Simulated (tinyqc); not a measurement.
Polarisation charge from two barrier thicknesses.

Question. VT = phiB - dEc - q sigma d/(eps0 eps_r). Find sigma, phiB - dEc and the thickness at which VT = 0.

Values chosen for this exercise:
- eps_r = 9.2 (relative permittivity of barrier and channel)

Constants: q = 1.602176634e-19 C, eps0 = 8.8541878128e-14 F/cm where lengths are in cm. Results are converted to the units shown.

VT for d = 20 and 26 nm (V): -4.4885267  -6.0816848

Solution. VT is linear in d.

sigma = 1.350e13 cm^-2
phiB - dEc = 0.8220 V
thickness for VT = 0 = 3.096 nm

Program tinyqc, `OMP_NUM_THREADS=1 python tinyqc.py 2570037 2570038 out.jsonl`; Intel Xeon 2.30GHz, shared host, one thread, about 0.01 s.
